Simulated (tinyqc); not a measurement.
Read current of a NAND string, cells in series solved by shooting: one step of the calculation.

Cells in series, numbered from 0 at the source line (0 V) to the bit line, each followed by a gap resistance Rg. A cell with gate Vg, threshold VT, source Vs and drain Vd passes I = 2 nf K Vt^2 [F(Vs) - F(Vd)]/(1 + th max(Vg - VT, 0)), F(V) = ln^2(1 + exp((Vg - VT - nf V)/(2 nf Vt))). The selected cell has Vg = Vr, the others Vg = Vp.

Task. Node voltages for a trial current. For a trial current I start at 0 V and, cell by cell (the selected one is cell 0), solve for the drain: sqrt(F(Vd)) = sqrt(F(Vs) - I/k), k = 2 nf K Vt^2/(1 + th max(Vg - VT, 0)), Vd = [Vg - VT - 2 nf Vt ln(exp(sqrt F) - 1)]/nf, then add I Rg.

Values chosen for this exercise; values of the order met in vertical NAND strings: temperature T = 358 K; gain factor of a cell K = 3.7 uA/V^2; slope factor nf = 1.9; mobility reduction factor th = 0.03 1/V; resistance of the gap between cells Rg = 1.3 kohm; bit-line voltage Vbl = 0.4 V; pass voltage Vp = 6 V; read voltage on the selected word line Vr = 2.97 V.

Constants: q = 1.602176634e-19 C, kB = 1.380649e-23 J/K, Vt = kB T/q. Results are converted to the units shown.

second trial current = 0.5 uA
thresholds from the source end, cell 0 to 5 (V): 2.1  -1.1  -1.1  -1.1  -1.1  -1.1

Wanted: node voltage after each cell and gap, trial 2.

Result.

node voltage after each cell and gap, trial 2, cell 0 to 5 (V): 0.2071  0.2323  0.2576  0.2832  0.3089  0.3348

Numbers from tinyqc (`OMP_NUM_THREADS=1 python tinyqc.py 2142005 2142006 out.jsonl`; about 0.4 s on one thread of a shared Intel Xeon 2.30GHz).
